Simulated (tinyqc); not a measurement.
Worked calculation: extended Hueckel theory, for BeH2. Computed by tinyqc, a small Python program that keeps every step (integrals from PySCF). Settings: charge = 0, K = 1.5, multiplicity = 1. Command: `OMP_NUM_THREADS=1 python tinyqc.py 27259 27260 out.jsonl` (the two numbers bound the seeds that draw the settings). One thread of a shared host (Intel(R) Xeon(R) Processor @ 2.60GHz), about 0.01 s of CPU time with the checks.

## Overlaps

Geometry (angstrom):
```
atom       x        y       z
Be    0.0000   0.0000  0.0000
H     0.0000   1.3380  0.0000
H     0.0000  -1.3380  0.0000
```

Parameters chosen for this run:
```
element  shell  Slater exponent  H_ii (eV)
Be          2s           0.9750   -10.0000
Be          2p           0.9750    -6.0000
H           1s           1.3000   -13.6000
```

Slater orbitals, each expanded in six Gaussians scaled to its exponent.

overlap S, order 1Be 2s, 1Be 2px, 1Be 2py, 1Be 2pz, 2H 1s, 3H 1s:
```
[[1.0000, 0.0000, 0.0000, 0.0000, 0.4535, 0.4535],
 [0.0000, 1.0000, 0.0000, 0.0000, 0.0000, 0.0000],
 [0.0000, 0.0000, 1.0000, 0.0000, 0.5430, -0.5430],
 [0.0000, 0.0000, 0.0000, 1.0000, 0.0000, 0.0000],
 [0.4535, 0.0000, 0.5430, 0.0000, 1.0000, 0.0307],
 [0.4535, 0.0000, -0.5430, 0.0000, 0.0307, 1.0000]]
```

## Wolfsberg-Helmholz matrix

diagonal H_ii (eV): [-10.0000, -6.0000, -6.0000, -6.0000, -13.6000, -13.6000]

K = 1.5000

H_ij = K' S_ij (H_ii + H_jj)/2 for i != j (the diagonal keeps H_ii), with K' = 1.5.

H (eV), order 1Be 2s, 1Be 2px, 1Be 2py, 1Be 2pz, 2H 1s, 3H 1s:
```
[[-10.0000, 0.0000, 0.0000, 0.0000, -8.0271, -8.0271],
 [0.0000, -6.0000, 0.0000, 0.0000, 0.0000, 0.0000],
 [0.0000, 0.0000, -6.0000, 0.0000, -7.9825, 7.9825],
 [0.0000, 0.0000, 0.0000, -6.0000, 0.0000, 0.0000],
 [-8.0271, 0.0000, -7.9825, 0.0000, -13.6000, -0.6263],
 [-8.0271, 0.0000, 7.9825, 0.0000, -0.6263, -13.6000]]
```

## Orbitals

valence electrons = 4

Solve H C = S C e through S^(-1/2); fill by pairs from the bottom, a degenerate level sharing its electrons equally; each orbital has its largest coefficient positive (the first on a tie).

orbital energies (eV): [-14.6212, -13.5012, -6.0000, -6.0000, -1.4792, 9.6793]

occupations: [2.0000, 2.0000, 0.0000, 0.0000, 0.0000, 0.0000]

coefficients, order 1Be 2s, 1Be 2px, 1Be 2py, 1Be 2pz, 2H 1s, 3H 1s:
```
[[0.3220, 0.0000, 0.0000, 0.0000, 1.2492, 0.0000],
 [0.0000, 0.0000, 0.0000, 1.0000, 0.0000, 0.0000],
 [0.0000, 0.1133, 0.0000, 0.0000, 0.0000, 1.5941],
 [0.0000, 0.0000, 1.0000, 0.0000, 0.0000, 0.0000],
 [0.5328, 0.6529, 0.0000, 0.0000, -0.7235, -0.9440],
 [0.5328, -0.6529, 0.0000, 0.0000, -0.7235, 0.9440]]
```

sum of one-electron energies = -56.2447 eV

Within a degenerate level the vectors are fixed only up to a rotation; this is one choice.

## Mulliken analysis

P = C n C^T; charge = valence electrons (Be 2, H 1) minus the sum of (P S)_ii on the atom; overlap population = 2 sum P_ij S_ij between two atoms.

charges: [1.2951, -0.6475, -0.6475]

Overlap populations:
```
pair      value
2-1    0.471897
3-1    0.471897
3-2   -0.017492
```
